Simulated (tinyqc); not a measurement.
Inversion layer as a triangular well, valleys of the Si type, step by step. Values are carried at full precision from step to step, so a last printed digit may differ when a step is redone from the rounded ones.

Six ellipsoidal valleys with their long axes along the cube axes, mass ml along the axis and mt across it. For a valley whose axis makes the angle theta with the surface normal, 1/m_z = cos^2(theta)/ml + sin^2(theta)/mt sets the confinement; in the plane the masses are m_1 = mt and m_2 = ml mt/m_z, and m_d = sqrt(m_1 m_2).

Constants: e^2/(4 pi eps0) = 14.39964547 eV angstrom; hbar^2/2m0 = 3.80998211 eV angstrom^2; kB = 8.617333262e-05 eV/K.

Parameters, chosen for this exercise (near those of Si; shifted at random, so the results belong to these values and not to a real crystal): ml = 0.904 m0 (longitudinal mass); mt = 0.187 m0 (transverse mass); face = 100 (surface); eps = 11.6 (dielectric constant); Ns = 11 x 1e12/cm^2 (electron sheet density); Nd = 0.56 x 1e12/cm^2 (depletion charge); eta = 0.5 (share of Ns in the effective field); T = 400 K (temperature); tox = 9 angstrom (SiO2-equivalent oxide thickness).

## Valley masses on the (100) face

Group the valleys by their angle to the normal, heaviest m_z first.

Valleys (masses in m0):
```
valleys g  cos^2(theta)     m_z     m_1     m_2     m_d
2                1.0000  0.9040  0.1870  0.1870  0.1870
4                0.0000  0.1870  0.1870  0.9040  0.4112
```

The 2 valleys with the heaviest m_z will give the lowest ladder of subbands.

## Effective field

The field is taken as constant, e F = 4 pi (e^2/4 pi eps0)(Nd + eta Ns)/eps, with 1e12/cm^2 = 1e-4/angstrom^2, and the oxide as a hard wall at z = 0; c = hbar^2/2m0.

Find e F, and F in MV/cm (1 MV/cm = 0.01 V/angstrom).

e F = 0.00945314 eV/angstrom
F = 0.9453 MV/cm

## Subband ladders

Level j of a valley lies at E_j = a_j (c (e F)^2/m_z)^(1/3) above the band edge at the surface, with the Airy zeros a_j = 2.338107, 4.087949, 5.520560, 6.786708, 7.944134, 9.022651, 10.040174, 11.008524, 11.936016, 12.828777, and has <z> = 2 E_j/(3 e F).

The ten lowest levels of all groups of valleys together, j = 0, 1, ..., c = hbar^2/2m0; primes mark the groups with lighter m_z.

Subbands:
```
label  valleys g  m_d (m0)  E (eV)  <z> (angstrom)
0              2    0.1870  0.1688           11.91
0'             4    0.4112  0.2855           20.13
1              2    0.1870  0.2952           20.82
2              2    0.1870  0.3987           28.12
3              2    0.1870  0.4901           34.56
1'             4    0.4112  0.4992           35.20
4              2    0.1870  0.5737           40.46
5              2    0.1870  0.6516           45.95
2'             4    0.4112  0.6741           47.54
6              2    0.1870  0.7251           51.13
```

The second subband is 0', 116.7 meV above the first. Levels above about 0.5 eV lie beyond parabolic valleys.

## Fermi level and populations

Subband i holds n_i = g m_d/(2 pi c) kB T ln(1 + exp((EF - E_i)/kB T)) (spin included), and EF is fixed by sum n_i = Ns over the levels listed or, where none are listed, over j = 0 to 9 of each group; 1e12/cm^2 = 1e-4/angstrom^2.

Solve for EF; c = hbar^2/2m0. The mean distance is sum n_i <z>_i/Ns.

EF = 0.2108 eV

Populations:
```
label  (EF - E)/kB T  n (1e12/cm^2)  share (%)
0               1.22          7.954       72.3
0'             -2.17          2.569       23.4
1              -2.45          0.446        4.1
2              -5.45          0.023        0.2
3              -8.10          0.002        0.0
1'             -8.37          0.006        0.1
4             -10.53          0.000        0.0
5             -12.79          0.000        0.0
2'            -13.44          0.000        0.0
6             -14.92          0.000        0.0
```

mean distance from the surface = 14.24 angstrom

The lowest subband holds 72.3 % of the electrons and is partly degenerate (EF within a few kB T of its edge).

## Effect on the gate capacitance

The charge sits at the mean distance <z> from the surface, which adds (3.9/eps) <z> to the oxide thickness; C/Cox = tox/(tox + 3.9 <z>/eps). The density-of-states term is left out.

added thickness = 4.79 angstrom
C/Cox = 0.653

## Checks

- Lowest level by finite differences against the Airy formula, eV: both 0.1688.

tinyqc: `OMP_NUM_THREADS=1 python tinyqc.py 1250658 1250659 out.jsonl`; about 0.03 s, one thread, shared Intel(R) Xeon(R) Processor @ 2.30GHz.
